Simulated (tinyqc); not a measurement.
Level against rehybridisation: Weaire-Thorpe hybrids on a Bethe lattice: gap and dangling bond of an amorphous tetrahedral solid.

Four sp3 hybrids an atom at energy 0, coupled by -V1 on the atom and by -V2 along a bond; the bonds form a tree (no rings). For any network the gap runs at least from -V2 + V1 to V2 - 3 V1, and p-like states pile up at -V2 + V1 and V2 + V1. On the tree the gap is wider: it ends at Ec = -V1 + sqrt(V2^2 + 4 V1^2 - 2 sqrt3 V1 V2), which makes it well wider than the gaps of the real glasses. A branch seen from a hybrid has the self-energy S = V2^2 g, where g is the Green function of the hybrid across the bond, whose three partners carry S themselves. With a = z - V1, b = a - S: g = 1/(a + V1 b/(b + 3 V1)), z = E + i eta. A full atom has G = (1/b)(b + 3 V1)/(b + 4 V1) per hybrid; a dangling hybrid with shift dh has G = 1/(1/g - dh).

Inputs chosen for the exercise (out of a larger set: of the size of tabulated hybrid energies for tetrahedral carbon; not measured data): V1 = 2.1 eV (coupling of two hybrids on one atom); V2 = 9.85 eV (coupling of the two hybrids of a bond).

Root of 1/g(E) = dh for eta = 0 in the gap of the tree, between Ev = -V2 + V1 and Ec; a dash: none. A flatter atom makes the hybrid more p-like (dh > 0, up to V1), a more pyramidal one more s-like (dh < 0).

Level:

| dh (eV) | E (eV) | above Ev (eV) | weight |
|---|---|---|---|
| -3.0 | -2.6101 | 5.1399 | 0.866 |
| -2.5 | -2.1760 | 5.5740 | 0.870 |
| -2.0 | -1.7404 | 6.0096 | 0.872 |
| -1.5 | -1.3042 | 6.4458 | 0.873 |
| -1.0 | -0.8682 | 6.8818 | 0.871 |
| -0.5 | -0.4331 | 7.3169 | 0.868 |
| 0.0 | 0.0000 | 7.7500 | 0.864 |
| 0.5 | 0.4302 | 8.1802 | 0.857 |
| 1.0 | 0.8561 | 8.6061 | 0.847 |

What can be read from this table?

A level exists for 9 of the 9 rows, from dh = -3 (5.140 eV above Ev) to 1 (8.606 eV); the gap of the tree is 12.208 eV. Its slope dE/d(dh) is the weight, largest at dh = -1.5 (0.87). A level that rises as the atom flattens is why an emptied dangling bond relaxes flat and a doubly filled one pyramidal.

tinyqc: `OMP_NUM_THREADS=1 python tinyqc.py 1482524 1482525 out.jsonl`; about 0.03 s, one thread, shared Intel(R) Xeon(R) Processor @ 2.30GHz.
